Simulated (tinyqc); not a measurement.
# Reverse leakage of an n+-p junction: diffusion, generation, trap-assisted and band-to-band tunnelling: leakage components against the temperature

One-sided abrupt junction in the depletion approximation, x from the junction (0) to W on the p side, field F = F0 (1 - x/W). Flat quasi-Fermi levels, long p side. Traps generate through SRH with both lifetimes shortened by 1 + Gamma (Hurkx enhancement, form for moderate fields); band-to-band generation is local and needs a total bending above Eg.

Nc and Nv are given at 250 K and scale as (T/250 K)^1.5; all else is held fixed. ni = sqrt(Nc Nv) exp(-Eg/(2 Vt)), Eg in volts; Vbi = Vt ln(Na Nd/ni^2); W = sqrt(2 eps0 eps_r (Vbi + VR)/(q Na)); F0 = 2 (Vbi + VR)/W; FG = sqrt(24 mt m0 (kB T)^3)/(q hbar); J_diff = q ni^2 sqrt(Dn/tau)(1 - exp(-VR/Vt))/Na. u = (Vbi + VR)(1 - x/W)^2, p = Na exp(-u/Vt), n = Nd exp((u - Vbi - VR)/Vt); G0 = ni^2 (1 - exp(-VR/Vt))/(tau (n + p + 2 ni cosh(Et/Vt))); Gamma = 2 sqrt(3 pi)(F/FG) exp((F/FG)^2); trap-assisted part G0 Gamma; G_bb = Ab F^2.5 exp(-Bb/F) with F in V/cm, zero unless Vbi + VR > Eg, and counted as zero under 1 cm^-3 s^-1. Currents are q times the integrals over 0 to W; J_bb under 1e-8 of J is printed as 0; rows with F0/FG above 2.2, beyond the range of this Gamma, are left out.

Inputs (values chosen for the exercise); band and dielectric values those of a made-up semiconductor:
- Eg = 0.753 eV (band gap)
- eps_r = 20.4 (relative permittivity)
- Nc = 8.22e18 cm^-3 (conduction-band density of states at the reference temperature)
- Nv = 3.61e18 cm^-3 (valence-band density of states at the reference temperature)
- Na = 4.3e16 cm^-3 (acceptor density of the lighter side)
- Nd = 1e20 cm^-3 (donor density of the heavier side)
- tau = 4e-6 s (SRH lifetime of both carriers at zero field)
- Et = 0.13 eV (trap level above the intrinsic level)
- mt = 0.12 m0 (tunnelling mass)
- Dn = 9.5 cm^2/s (electron diffusion coefficient on the lighter side)
- Ab = 6.7e14 cm^-0.5 V^-2.5 s^-1 (band-to-band prefactor)
- Bb = 6.5e6 V/cm (band-to-band field constant)
- VR = 0.3 V (reverse bias)

Constants: q = 1.602176634e-19 C, kB = 1.380649e-23 J/K, hbar = 1.054571817e-34 J s, m0 = 9.1093837015e-31 kg, Vt = kB T/q, eps0 = 8.8541878128e-14 F/cm where lengths are in cm. Results are converted to the units shown.

The same in every row: J_bb (A/cm^2) = 0.

Leakage components against the temperature:
```
T (K)  F0 (kV/cm)  F0/FG  J_diff (A/cm^2)  J_SRH (A/cm^2)  J_TAT (A/cm^2)  J (A/cm^2)              largest part
220          88.4  0.551         6.53e-13        4.65e-12        1.10e-11    1.63e-11  trap-assisted tunnelling
250          87.8  0.452         1.13e-10        1.43e-10        2.59e-10    5.14e-10  trap-assisted tunnelling
280          87.3  0.379          6.69e-9         2.17e-9         3.13e-9     1.20e-8                 diffusion
310          86.6  0.323          1.86e-7         2.00e-8         2.34e-8     2.30e-7                 diffusion
340          86.0  0.279          2.95e-6         1.28e-7         1.23e-7     3.21e-6                 diffusion
370          85.3  0.244          3.06e-5         6.17e-7         4.95e-7     3.17e-5                 diffusion
400          84.6  0.215          2.27e-4         2.39e-6         1.61e-6     2.31e-4                 diffusion
```

Read the table: what changes, and by how much?

J rises from 1.63e-11 to 2.31e-4 A/cm^2. Trap-assisted tunnelling leads at T = 220, diffusion from 280 on. Activation energies over the table: 0.829 eV for diffusion (Eg = 0.753 eV, raised by the T^3 of ni^2), 0.554 eV for SRH generation (Eg/2 + |Et| = 0.506 eV), 0.501 eV for the trap-assisted part, lower since Gamma grows on cooling; the total shows 0.546 eV at the cold end and 0.845 eV at the hot end.

Range of the model: The n+ side is degenerate, so Vbi from Boltzmann statistics is only a guide.

tinyqc, about 0.01 s, one thread, Intel Xeon 2.30GHz (shared host): `OMP_NUM_THREADS=1 python tinyqc.py 2290146 2290147 out.jsonl`
